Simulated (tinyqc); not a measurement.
# Inputs raised by 5 %, one at a time

Model: epitaxial growth on a vicinal surface: Burton-Cabrera-Frank step flow, step-edge barrier and island nucleation. Computed by tinyqc, a small Python program. Command: `OMP_NUM_THREADS=1 python tinyqc.py 3013001 3013002 out.jsonl stepflow sens`. One thread of a shared host (Intel(R) Xeon(R) Processor @ 2.30GHz), about 0.06 s of CPU time with the checks.

Adatoms land at rate F, hop on a square grid (a simplification for hexagonal faces), desorb, or join steps. Lengths are in units of a and n is the adatom coverage. Steps ascend at x = 0 and descend at x = l.

Inputs (values chosen for the exercise, close to those used for Ge(001)):
```
quantity                                    value      unit
site spacing a                                  4  angstrom
step height h                                1.41  angstrom
diffusion barrier E_d                       0.608        eV
desorption energy E_a                        2.72        eV
adatom formation energy E_f                  1.12        eV
step-edge barrier E_s                           0        eV
attempt frequency nu                            1       THz
deposition rate F                             3.2  layers/s
miscut angle                                    2   degrees
temperature T                                 520         C
critical nucleus size i                         3         -
binding energy of the critical nucleus E_i   0.85        eV
```

Constants: k_B = 8.617333262e-05 eV/K.

Method:
- D = nu exp(-E_d/(k_B T)) (a^2/s, nu counted per direction); tau = exp(E_a/(k_B T))/nu; x_s = sqrt(D tau); n_eq = exp(-E_f/(k_B T)); terrace width l = h/(a tan(miscut)); Schwoebel length l_s = exp(E_s/(k_B T)) - 1.
- Temperatures in kelvin are T(C) + 273.15.
- D n'' - n/tau + F = 0 with n(0) = n_eq and -l_s n'(l) = n(l) - n_eq. With u = n - F tau, A = n_eq - F tau, y = l/x_s, s = l_s/x_s: u = A cosh(x/x_s) + B sinh(x/x_s), B = A (1 - cosh y - s sinh y)/(sinh y + s cosh y). Flux into the ascending step J+ = D B/x_s, over the descending one J- = -(D/x_s)(A sinh y + B cosh y); step velocity J+ + J-; growth rate (J+ + J-)/l. For small y: J+ + J- = (F - n_eq/tau) l, J-/J+ = l/(l + 2 l_s).
- The coverage peaks where n' = 0, tanh(x/x_s) = -B/A.
- Island density on a flat surface without desorption: N = 0.25 (F/D)^(i/(i+2)) exp(E_i/((i+2) k_B T)) per site, with E_i = 0 for i = 1; spacing l_n = N^(-1/2). Step flow needs an effective width l_eff = 2 x(peak) below l_n.

Runs:
```
input moved                        from      to  ratio l_eff/l_n  peak coverage  J- (atoms per step site and s)  growth rate (layers/s)
base run                              -       -          0.08988     3.7397e-07                          16.151                  3.2000
diffusion barrier E_d (eV)        0.608  0.6384          0.10272     5.4063e-07                          16.151                  3.2000
desorption energy E_a (eV)         2.72   2.856          0.08988     3.7397e-07                          16.151                  3.2000
deposition rate F (layers/s)        3.2    3.36          0.09121     3.8885e-07                          16.958                  3.3600
miscut angle (degrees)                2     2.1          0.08560     3.4629e-07                          15.381                  3.2000
attempt frequency nu (THz)            1    1.05          0.08858     3.5981e-07                          16.151                  3.2000
adatom formation energy E_f (eV)   1.12   1.176          0.08988     3.3122e-07                          16.151                  3.2000
```

Exponents ln(y'/y) / ln(x'/x):
```
input                        ratio l_eff/l_n  peak coverage      J-  growth rate
diffusion barrier E_d                  2.735          7.554   0.000            0
desorption energy E_a                  0.000          0.000   0.000            0
deposition rate F                      0.300          0.800   1.000            1
miscut angle                          -1.001         -1.576  -1.001            0
attempt frequency nu                  -0.300         -0.792   0.000            0
adatom formation energy E_f            0.000         -2.488   0.000            0
```

Which inputs matter most for each result?

Among the inputs moved here: ratio l_eff/l_n answers most in size to diffusion barrier E_d (exponent +2.735), next to miscut angle (-1.001); its exponent is below 0.0005 for desorption energy E_a, adatom formation energy E_f. Its exponent -1.001 in miscut angle: terraces narrow as the miscut grows. Peak coverage answers most in size to diffusion barrier E_d (exponent +7.554), next to adatom formation energy E_f (-2.488); its exponent is below 0.0005 for desorption energy E_a. J- answers most in size to miscut angle (exponent -1.001), and about equally to deposition rate F (+1.000); its exponent is below 0.0005 for diffusion barrier E_d, desorption energy E_a, attempt frequency nu, adatom formation energy E_f. Growth rate answers most in size to deposition rate F (exponent +1.000); its exponent is below 0.0005 for diffusion barrier E_d, desorption energy E_a, miscut angle, attempt frequency nu, adatom formation energy E_f. Its exponent +1.000 in deposition rate F: the growth follows the flux. Its exponent 0.000 in miscut angle: the steps stand close against x_s, so their spacing does not matter.

Caution (all rows): the prefactor 0.25 and the criterion are estimates, good to a factor of about two in length. Caution (rows miscut angle): terraces under ten sites wide are at the edge of a continuum description.
